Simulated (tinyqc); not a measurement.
# Worked calculation: MOS inversion layer, Poisson-Schroedinger loop

Program tinyqc, `OMP_NUM_THREADS=1 python tinyqc.py 2160073 2160074 out.jsonl`; Intel Xeon 2.30GHz, shared host, one thread, about 0.6 s. Printed values are rounded.

Electrons confined at an insulator interface at z = 0, treated as a hard wall; parabolic valleys, Hartree approximation, no image or exchange terms. The depletion charge lies far deeper than the electrons and gives a uniform field q Nd/(eps0 eps_r); the gate balances all charge. Energies are counted from the band edge at the interface.

Inputs (values chosen for the exercise); masses and permittivity close to those of gallium nitride: temperature T = 300 K; relative permittivity eps_r = 9.65; mass along z of valley set A (1 valley(s)) mz1 = 0.203 m0; in-plane density-of-states mass of set A md1 = 0.201 m0; sheet density of electrons Ns = 3.8e12 cm^-2; sheet density of depletion charge Nd = 1.3e11 cm^-2; mesh step hz = 0.91 nm; mixing factor a = 0.5.

Constants: q = 1.602176634e-19 C, kB = 1.380649e-23 J/K, hbar = 1.054571817e-34 J s, m0 = 9.1093837015e-31 kg, Vt = kB T/q, eps0 = 8.8541878128e-14 F/cm where lengths are in cm, hbar^2/(2 m0) = 0.0380998212 eV nm^2. Results are converted to the units shown.

## Fixed part of the potential

```
node,z (nm)
1,0.91
2,1.82
3,2.73
4,3.64
5,4.55
6,5.46
7,6.37
8,7.28
9,8.19
10,9.1
11,10.01
12,10.92
13,11.83
14,12.74
15,13.65
16,14.56
17,15.47
18,16.38
19,17.29
```

V0 = q Nd z/(eps0 eps_r) in eV.

```
node,fixed potential V0 (eV)
1,0.0022183
2,0.0044366
3,0.0066549
4,0.0088732
5,0.0110915
6,0.0133098
7,0.0155281
8,0.0177464
9,0.0199646
10,0.0221829
11,0.0244012
12,0.0266195
13,0.0288378
14,0.0310561
15,0.0332744
16,0.0354927
17,0.0377110
18,0.0399293
19,0.0421476
```

## Round 1: levels and probability densities

```
node,self-consistent potential U at the start (eV)
1,0
2,0
3,0
4,0
5,0
6,0
7,0
8,0
9,0
10,0
11,0
12,0
13,0
14,0
15,0
16,0
17,0
18,0
19,0
```

Tridiagonal Hamiltonian with psi = 0 one step beyond both ends: H_ii = C (1/m_(i-1/2) + 1/m_(i+1/2))/hz^2 + V0_i + U_i, H_(i,i+1) = -C/(m_(i+1/2) hz^2), C = hbar^2/(2 m0). The lowest 2 level(s) are kept, normalised to hz sum |psi|^2 = 1. The mass is the same on all intervals.

levels (eV): A1 0.0242887, A2 0.0451127

```
node,|psi|^2 of A1 (1/nm),|psi|^2 of A2 (1/nm)
1,0.010802,0.015185
2,0.039102,0.049789
3,0.075204,0.080086
4,0.108497,0.086928
5,0.131144,0.067357
6,0.139728,0.034326
7,0.134951,0.007227
8,0.120210,0.000694
9,0.099894,0.018095
10,0.078052,0.051877
11,0.057648,0.088787
12,0.040377,0.116246
13,0.026846,0.126810
14,0.016912,0.119501
15,0.010025,0.098492
16,0.005501,0.070536
17,0.002692,0.042463
18,0.001068,0.019549
19,0.000247,0.004952
```

## Round 1: Fermi level and occupations

Level k holds N_k = D_k Vt ln(1 + exp((EF - E_k)/Vt)) with D = md1 m0 q/(pi hbar^2) per eV (spin included); EF is fixed by sum N_k = Ns.

EF = 0.0425133 eV
N_k (cm^-2): A1 2.40181e12, A2 1.39819e12

## Round 1: density, output potential and mixing

n_i = sum_k N_k |psi_k|^2 (converted to cm^-3). Hartree part by Gauss: on the interval before node i the electrons still beyond are S_i = Ns - hz sum_(j<i) n_j, and U_i = U_(i-1) + q S_i hz/(eps0 eps_r) in eV, U_0 = 0 at the interface. Mixing: U(new) = U + a (U(out) - U).

```
node,n (1e18 cm^-3),U(out) (eV),U after round 1 (eV)
1,0.47176,0.064842,0.032421
2,1.63532,0.128952,0.064476
3,2.92602,0.190523,0.095261
4,3.82130,0.247550,0.123775
5,4.09162,0.298643,0.149322
6,3.83593,0.343383,0.171691
7,3.34233,0.382166,0.191083
8,2.89692,0.415760,0.207880
9,2.65228,0.444855,0.222427
10,2.60001,0.469831,0.234916
11,2.62601,0.490770,0.245385
12,2.59511,0.507632,0.253816
13,2.41784,0.520464,0.260232
14,2.07703,0.529541,0.264770
15,1.61787,0.535393,0.267697
16,1.11836,0.538733,0.269366
17,0.65838,0.540336,0.270168
18,0.29897,0.540917,0.270459
19,0.07517,0.541034,0.270517
```

## Course of the self-consistent loop

Start from U = 0. Stop when the largest |U(out) - U| is below 1e-7 eV, or after 120 rounds.

Course of the iteration:
```
round,level A1 (eV),EF (eV),largest |U(out) - U| (eV)
1,0.0242887,0.0425133,0.541
2,0.145928,0.182482,0.0662
3,0.173002,0.206565,0.0347
4,0.187836,0.220171,0.0177
5,0.195397,0.227619,7.83e-3
6,0.198873,0.231056,3.66e-3
7,0.200506,0.232674,1.73e-3
8,0.201282,0.233444,8.30e-4
9,0.201657,0.233817,4.01e-4
...,...,...,...
13,0.201993,0.234151,2.31e-5
14,0.202004,0.234162,1.14e-5
15,0.202009,0.234167,5.66e-6
16,0.202012,0.234169,2.81e-6
17,0.202013,0.234171,1.39e-6
18,0.202014,0.234171,6.89e-7
19,0.202014,0.234172,3.42e-7
20,0.202014,0.234172,1.70e-7
21,0.202014,0.234172,8.42e-8
```

Converged in 21 rounds. Towards the end the residual shrinks by a factor of about 0.50 a round.

## Converged levels, occupations and centroid

```
node,converged U (eV)
1,0.064842
2,0.121316
3,0.161575
4,0.187503
5,0.204308
6,0.215921
7,0.224389
8,0.230639
9,0.235151
10,0.238286
11,0.240369
12,0.241687
13,0.242480
14,0.242930
15,0.243168
16,0.243283
17,0.243331
18,0.243346
19,0.243349
```

Solve for the levels with V0 + U, find EF, n_i = sum_k N_k |psi_k|^2 (in cm^-3); share of each level N_k/Ns; centroid sum n z/sum n.

levels (eV): A1 0.202014, A2 0.266313
EF = 0.234172 eV
shares (%): A1 85.5235, A2 14.4765

```
node,n (1e19 cm^-3)
1,0.53898
2,1.04414
3,0.92299
4,0.58750
5,0.33434
6,0.20252
7,0.14292
8,0.11184
9,0.08869
10,0.06780
11,0.04921
12,0.03384
13,0.02208
14,0.01365
15,0.00795
16,0.00430
17,0.00208
18,0.00082
19,0.00019
```

centroid = 3.41517 nm

An 800-node mesh to 29 nm with 8 levels a set gives A1 = 0.2048 eV, EF = 0.2356 eV and a centroid of 3.871 nm; the levels kept above hold 93.9 % of the electrons there. The coarse centroid is 12 % below the fine one.

## Closed-form estimates

Triangular well: E_k = a_k (C F^2/mz)^(1/3), a_1 = 2.338107, a_2 = 4.087949, C = hbar^2/(2 m0), F in eV/nm. Fang-Howard (all electrons in the lowest level of set A): b^3 = 6 (mz1/C) q (Nd + 11 Ns/32)/(eps0 eps_r), centroid 3/b, level C b^2/(4 mz1) + (3/b) q (Nd + 11 Ns/16)/(eps0 eps_r). Use F = q (Nd + Ns)/(eps0 eps_r), the surface field, and F = q (Nd + Ns/2)/(eps0 eps_r).

A1 with the surface field = 0.235301 eV
A1 with Nd + Ns/2 = 0.151482 eV
A2 with Nd + Ns/2 = 0.264851 eV
b = 0.951326 1/nm
Fang-Howard centroid = 3.15349 nm
Fang-Howard level = 0.204635 eV

Against the self-consistent A1 = 0.2048 eV on a fine mesh, the surface-field estimate is 15 % above it, the half-charge one 26 % below it and Fang-Howard 0.10 % below it. A1 holds 83.1 % of the electrons, and the Fang-Howard centroid is 19 % below the full one.
